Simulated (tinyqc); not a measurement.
From surface time back to surface recombination velocity S: photoconductance decay in a wafer: bulk and surface recombination modes, and iron detection by pair splitting. Computed by tinyqc, a small Python program. Command: `OMP_NUM_THREADS=1 python tinyqc.py 3110476 3110477 out.jsonl pcd inv`. One thread of a shared host (Intel(R) Xeon(R) Processor @ 2.30GHz), about 0.08 s of CPU time with the checks.

Both faces of the wafer have the same S; injection is low and all coefficients are constant. x runs from -W/2 to W/2.

Inputs (values chosen for the exercise, modelled on p-type silicon): thickness W = 200 micrometre; diffusivity D = 25.9 cm^2/s; bulk lifetime tau_b without iron = 590 microsecond.

Method. Even modes cos(a x) obey b tan b = S W/(2 D) with b = a W/2, odd modes sin(a x) obey -b cot b = S W/(2 D); each decays at the rate 1/tau_b + D a^2. tau_eff is the decay time of the first mode. The surface time is 1/(D a^2) of that mode; shortcuts for it are W/(2 S), W^2/(pi^2 D) and their sum, whose error is sum/surface time - 1.

Problem. A run gave the result below. Find the surface recombination velocity S, known to lie between 2900 and 4400 cm/s.

surface time = 4.086159 microsecond

Solution.

Each step takes the trial c = (a f_b - b f_a)/(f_b - f_a), f being the result less the target and a, b, c the logarithms of the listed values; c replaces end b, the old b replaces a if the sign of f changed, and otherwise f_a is halved.

Scan of the range:
```
surface recombination velocity S (cm/s),surface time (microsecond)
2900,4.80988
3110,4.58109
3330,4.37275
3570,4.17517
3830,3.98948
4100,3.82198
4400,3.66040
```

False position (Illinois rule, in the logarithm of the input) inside the bracket:
```
step,end a,end b,trial,surface time (microsecond)
1,3570.00,3830.00,3692.35,4.08447
2,3570.00,3692.35,3687.82,4.08773
3,3692.35,3687.82,3690.00,4.08616
4,3687.82,3690.00,3690.00,4.08616
```

Surface time falls at every point of a 13-point scan of the range (every second point is shown), so one value fits; it is bracketed by 3570 and 3830. Answer: surface recombination velocity S = 3690 cm/s.
